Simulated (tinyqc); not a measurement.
Inside a calculation. Method: geometry optimisation on the RHF/sto-3g surface (energies and gradients from PySCF), for H3+, spin multiplicity 1. Computed by tinyqc, a small Python program that keeps every step (integrals from PySCF). Settings: charge = 1, multiplicity = 1, basis = sto-3g, optimiser = bfgs, first Hessian = 0.6, largest step = 0.3, iteration cap = 30. Command: `OMP_NUM_THREADS=1 python tinyqc.py 24147 24148 out.jsonl` (the two numbers bound the seeds that draw the settings). One thread of a shared host (Intel(R) Xeon(R) Processor @ 2.60GHz), about 0.2 s of CPU time with the checks.

## Step 1: energy and gradient

positions at the start (bohr):
```
          x       y       z
1H  -0.0737  0.0302  0.0567
2H   0.0813  0.0302  1.5987
3H   0.0756  1.5836  0.7805
```

Self-consistent energy and analytic gradient at these positions.

energy = -1.237645 hartree

gradient (hartree/bohr):
```
            x          y          z
1H   0.008162   0.021189   0.070825
2H  -0.006182   0.015594  -0.069166
3H  -0.001980  -0.036783  -0.001659
```

## Step 1: move

Quasi-Newton step p = -H^(-1) g (first H = 0.6 times the unit matrix); steps longer than 0.3 bohr are cut back.

positions after step 1 (bohr):
```
          x        y        z
1H  -0.0873  -0.0051  -0.0613
2H   0.0916   0.0042   1.7140
3H   0.0789   1.6449   0.7832
```

## Step 2: energy and gradient

As before.

energy = -1.246471 hartree

gradient (hartree/bohr):
```
            x          y          z
1H   0.000043  -0.003997   0.002389
2H  -0.000400  -0.006207  -0.000939
3H   0.000357   0.010203  -0.001450
```

## Step 2: move

inverse Hessian in use (bohr^2/hartree), lower triangle:
```
         1        2        3        4        5        6        7       8
1   1.6671
2  -0.0034   1.6461
3   0.0062  -0.0235   1.7396
4  -0.0008   0.0015  -0.0082   1.6675
5  -0.0061  -0.0245  -0.0487   0.0038   1.6417
6  -0.0045   0.0270  -0.0578   0.0068   0.0505   1.7100
7   0.0003   0.0019   0.0020  -0.0001   0.0023  -0.0024   1.6665
8   0.0095   0.0451   0.0722  -0.0053   0.0495  -0.0775  -0.0041  1.5720
9  -0.0017  -0.0035  -0.0151   0.0014  -0.0018   0.0144   0.0003  0.0053

        9
9  1.6673
```

Quasi-Newton step p = -H^(-1) g (the inverse Hessian comes from BFGS updates; coordinates in the order x, y, z of each atom); steps longer than 0.3 bohr are cut back.

positions after step 2 (bohr):
```
          x       y        z
1H  -0.0875  0.0010  -0.0667
2H   0.0923  0.0140   1.7170
3H   0.0784  1.6291   0.7856
```

## Step 3: energy and gradient

As before.

energy = -1.246688 hartree

gradient (hartree/bohr):
```
            x          y          z
1H   0.000177  -0.002068   0.002771
2H  -0.000357  -0.003887  -0.001643
3H   0.000180   0.005956  -0.001128
```

## Step 3: move

inverse Hessian in use (bohr^2/hartree), lower triangle:
```
         1        2        3        4        5        6        7        8
1   1.6688
2  -0.0277   1.8198
3   0.0347  -0.3509   2.1842
4  -0.0046   0.0408  -0.0655   1.6748
5  -0.0483   0.3282  -0.6413   0.0766   2.3278
6  -0.0218   0.2452  -0.3371   0.0433   0.4384   1.8830
7   0.0024  -0.0131   0.0308  -0.0036  -0.0284  -0.0216   1.6678
8   0.0760  -0.4813   0.9922  -0.1175  -0.9894  -0.6836   0.0415   3.1374
9  -0.0129   0.1057  -0.1805   0.0221   0.2029   0.1207  -0.0092  -0.3086

        9
9  1.7265
```

As before.

positions after step 3 (bohr):
```
          x       y        z
1H  -0.0887  0.0104  -0.0827
2H   0.0943  0.0324   1.7274
3H   0.0775  1.6013   0.7911
```

## Convergence

Stop when the largest gradient component is below 3e-5 hartree/bohr. The inverse Hessian follows the BFGS update with s = step, y = change of gradient.

Course of the optimisation:

| step | E (hartree) | largest gradient (hartree/bohr) |
|---|---|---|
| 1 | -1.237645 | 7.08e-02 |
| 2 | -1.246471 | 1.02e-02 |
| 3 | -1.246688 | 5.96e-03 |
| 4 | -1.246854 | 1.48e-03 |
| 5 | -1.246859 | 5.06e-04 |
| 6 | -1.246860 | 6.90e-05 |
| 7 | -1.246860 | 4.92e-05 |
| 8 | -1.246860 | 4.69e-06 |

Final distances (angstrom):

| pair | distance |
|---|---|
| 2H-1H | 0.9669 |
| 3H-1H | 0.9669 |
| 3H-2H | 0.9669 |

Converged in 8 steps.
